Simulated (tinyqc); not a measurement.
# Ideality, saturation current and resistance from three points

Inverse problem. Well above the saturation current a diode obeys V = n Vt ln(I/I0) + I Rs. Find n, Rs and I0.

Inputs (values chosen for the exercise):
- T = 300 K (temperature)

Constants: q = 1.602176634e-19 C, kB = 1.380649e-23 J/K, Vt = kB T/q. Results are converted to the units shown.

currents (A): 2e-6  0.0002  0.007
voltages (V): 0.40526811  0.54654249  0.68219966

Answer. V is linear in the three unknowns n Vt, Rs and -n Vt ln I0, so three points give a linear system.

n = 1.18
Rs = 4.00 ohm
I0 = 3.40e-12 A

Numbers from tinyqc (`OMP_NUM_THREADS=1 python tinyqc.py 2260052 2260053 out.jsonl`; about 0.01 s on one thread of a shared Intel Xeon 2.30GHz).
